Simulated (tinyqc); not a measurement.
# Tunnelling through a gate dielectric, WKB transmission and Tsu-Esaki current: effects of single changes

Electrons leave the emitter at x = 0. Energies E (motion across the layers) are in eV from the emitter Fermi level; the collector Fermi level lies at -V and offers states at every E. No charge in the dielectric and no image force: F1 = V/t1, U = phi1 - F1 x. With C = hbar^2/(2 m0), kappa = sqrt(m (U - E)/C) where U > E and 0 elsewhere; T(E) = exp(-S), S = 2 times the integral of kappa over x.

Parameters, values chosen for the exercise; dielectric values close to those of aluminium oxide: temperature T = 300 K; Fermi energy of the emitter above its band bottom Ef = 0.4 eV; emitter mass in the supply function me = 0.34 m0; barrier of layer 1 above the emitter Fermi level at zero bias phi1 = 2.66 eV; tunnelling mass of layer 1 m1 = 0.4 m0; thickness of layer 1 t1 = 1.2 nm; voltage across the dielectric V = 0.2 V.

Constants: q = 1.602176634e-19 C, kB = 1.380649e-23 J/K, hbar = 1.054571817e-34 J s, m0 = 9.1093837015e-31 kg, Vt = kB T/q, hbar^2/(2 m0) = 0.0380998212 eV nm^2. Results are converted to the units shown.

Each table varies one quantity; the others keep the values above.

## Effect of the tunnelling mass m1

Each layer adds (2/F) sqrt(m/C) [G(u at its left edge) - G(u at its right edge)] to S, with u = U - E (0 where negative) and G(u) = (2/3) u^1.5. J = J0 times the integral of T(E) N(E) dE, N = ln[(1 + exp(-E/Vt))/(1 + exp((-E - V)/Vt))], J0 = q^2 me m0 kB T/(2 pi^2 hbar^3) (times 1e-4 for A/cm^2 per eV), from E = -Ef to far above the barrier (T = 1 there), by quadrature converged to the digits shown.

Result of one run:

| m1 (m0) | S at E = 0 | T(E = 0) | J (A/cm^2) | mean E of the current (eV) |
|---|---|---|---|---|
| 0.25 | 9.836 | 5.350e-5 | 1.146e4 | -0.2213 |

What becomes of these results when the tunnelling mass of layer 1 m1 is changed from 0.25 to 0.31 m0, all else the same?

Result of the changed run:

| m1 (m0) | S at E = 0 | T(E = 0) | J (A/cm^2) | mean E of the current (eV) |
|---|---|---|---|---|
| 0.31 | 10.95 | 1.751e-5 | 3578 | -0.2191 |

The whole series:

| m1 (m0) | S at E = 0 | T(E = 0) | J (A/cm^2) | mean E of the current (eV) |
|---|---|---|---|---|
| 0.12 | 6.814 | 0.001098 | 2.675e5 | -0.2274 |
| 0.15 | 7.619 | 4.911e-4 | 1.156e5 | -0.2258 |
| 0.2 | 8.797 | 1.511e-4 | 3.382e4 | -0.2234 |
| 0.25 | 9.836 | 5.350e-5 | 1.146e4 | -0.2213 |
| 0.31 | 10.95 | 1.751e-5 | 3578 | -0.2191 |
| 0.4 | 12.44 | 3.951e-6 | 759.1 | -0.2160 |
| 0.5 | 13.91 | 9.098e-7 | 164.6 | -0.2130 |
| 0.63 | 15.61 | 1.656e-7 | 27.97 | -0.2094 |

J falls from 2.67e5 to 28.0 A/cm^2. S goes as m1^(0.50): kappa is proportional to the square root of the mass.

## A Fowler-Nordheim plot

The thickness is set to t1 = 5.9 nm and V = F t1. The closed formula is J = A F^2 exp(-B/F), A = q^2 me/(16 pi^2 hbar m1 phi1) (A/V^2 with phi1 in volts), B = (4/3) sqrt(m1/C) phi1^1.5 (V/nm), C = hbar^2/(2 m0); it assumes zero temperature, a deep Fermi sea and S linear in E.

Result of one run:

| F (V/nm) | J (A/cm^2) | J by the formula (A/cm^2) | ln(J/F^2), F in V/cm |
|---|---|---|---|
| 0.83 | 0.006001 | 0.005292 | -36.98 |

What becomes of these results when the field F is changed from 0.83 to 0.94 V/nm, all else the same?

Result of the changed run:

| F (V/nm) | J (A/cm^2) | J by the formula (A/cm^2) | ln(J/F^2), F in V/cm |
|---|---|---|---|
| 0.94 | 0.1012 | 0.09536 | -34.40 |

The whole series:

| F (V/nm) | J (A/cm^2) | J by the formula (A/cm^2) | ln(J/F^2), F in V/cm |
|---|---|---|---|
| 0.6 | 6.772e-7 | 4.813e-7 | -45.42 |
| 0.71 | 1.059e-4 | 8.520e-5 | -40.70 |
| 0.83 | 0.006001 | 0.005292 | -36.98 |
| 0.94 | 0.1012 | 0.09536 | -34.40 |
| 1.06 | 1.153 | 1.159 | -32.21 |
| 1.17 | 7.012 | 7.443 | -30.60 |
| 1.29 | 35.70 | 40.15 | -29.17 |
| 1.4 | 125.0 | 148.1 | -28.08 |

The slope of ln(J/F^2) against 1/F between the end rows is -18.21 V/nm, against B = 18.74 V/nm; read as B it gives phi1 = 2.61 eV. The integrated current is 41 % above the formula in the first row and 16 % below it in the last. The excess in the first row is thermal: at 20 K it is gone. In 4 of the 8 rows the field exceeds 10 MV/cm (up to 14.0), more than most dielectrics sustain; the model ignores breakdown.

tinyqc, about 0.02 s, one thread, Intel Xeon 2.30GHz (shared host): `OMP_NUM_THREADS=1 python tinyqc.py 2540086 2540087 out.jsonl`
